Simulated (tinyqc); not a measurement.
Rutherford backscattering from a thin compound film on silicon: kinematics, yields, composition and thickness: one step, computed by the program tinyqc.

Singly charged helium ions (Z1 = 2, M1 = 4.0026 u) enter at the tilt angle a1 to the normal and leave at a2 = |180 - theta - tilt| in the same plane. The film is A B_x.

Question. Kinematics. Kinematic factor K = [(sqrt(M^2 - M1^2 sin^2 theta) + M1 cos theta)/(M + M1)]^2. Surface edges lie at K E0; substrate silicon has M = 28.09 u. Mass resolution at M_A = resolution/(E0 dK/dM).

Inputs (values chosen for the exercise, modelled on a helium beam on HfO2):
```
quantity                    value     unit
beam energy E0                2.1      MeV
scattering angle theta        165  degrees
heavy element: mass M_A     178.5        u
light element: mass M_B        16        u
detector resolution (FWHM)     15      keV
```

Give: kinematic factors; surface edges; mass resolution at M_A.

Answer.

kinematic factors: A 0.9156, B 0.3659, Si 0.5688

surface edges (keV): A 1923, B 768, Si 1195

mass resolution at M_A = 15.79 u

K flattens for heavy targets, so masses within 15.8 u of A cannot be told apart.
